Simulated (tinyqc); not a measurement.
Donor level screened by free carriers (Yukawa potential): one step. Units and screening length. Two cases, with inputs chosen for the exercise.

Question. Give Ry* = Ry m/eps^2, a* = a0 eps/m, EF, the three values of ks, and x = ks a*.

Screening wave number: Debye ks^2 = 4 pi q n/(eps kB T); Thomas-Fermi ks^2 = 6 pi q n/(eps EF) with EF = c (3 pi^2 n/gv)^(2/3)/m, c = hbar^2/2m0; the two are joined by 1/ks^2 = sqrt(1/ks_D^4 + 1/ks_TF^4). 1e18/cm^3 = 1e-6/angstrom^3, q = e^2/(4 pi eps0).

Constants: e^2/(4 pi eps0) = 14.39964547 eV angstrom; kB = 8.617333262e-05 eV/K; hbar^2/2m0 = 3.80998211 eV angstrom^2; Ry = 13.60569312 eV; a0 (Bohr radius) = 0.5291772105 angstrom.

Case 1.

Values chosen (near those of a donor in InP, with one mean mass; not measured data): m = 0.079 m0 (mass); eps = 12.9 (dielectric constant); gv = 1 (valleys); T = 200 K (temperature); n = 0.076 x 1e18/cm^3 (free-carrier density).

Case 2.

Values chosen (near those of a donor in GaN, with one mean mass; not measured data): m = 0.199 m0 (mass); eps = 9.4 (dielectric constant); gv = 1 (valleys); T = 400 K (temperature); n = 0.23 x 1e18/cm^3 (free-carrier density).

Give: Ry*; a*; EF; ks: Debye, Thomas-Fermi, joined; x.

Answer.

Case 1.

Ry* = 6.459 meV
a* = 86.41 angstrom
EF = 8.28 meV

ks: Debye, Thomas-Fermi, joined (1/angstrom): [0.00786, 0.01390, 0.00768]

x = 0.6632

EF/kB T = 0.48, so the Debye value, the smaller one, controls the screening.

Case 2.

Ry* = 30.642 meV
a* = 25.00 angstrom
EF = 6.88 meV

ks: Debye, Thomas-Fermi, joined (1/angstrom): [0.01133, 0.03107, 0.01128]

x = 0.2821

EF/kB T = 0.20, so the Debye value, the smaller one, controls the screening.

Computed by tinyqc, one run a case: `OMP_NUM_THREADS=1 python tinyqc.py N N+1 out.jsonl` with N = 1252105, 1252168; one thread of a shared Intel(R) Xeon(R) Processor @ 2.30GHz, about 0.01 s a run at most.
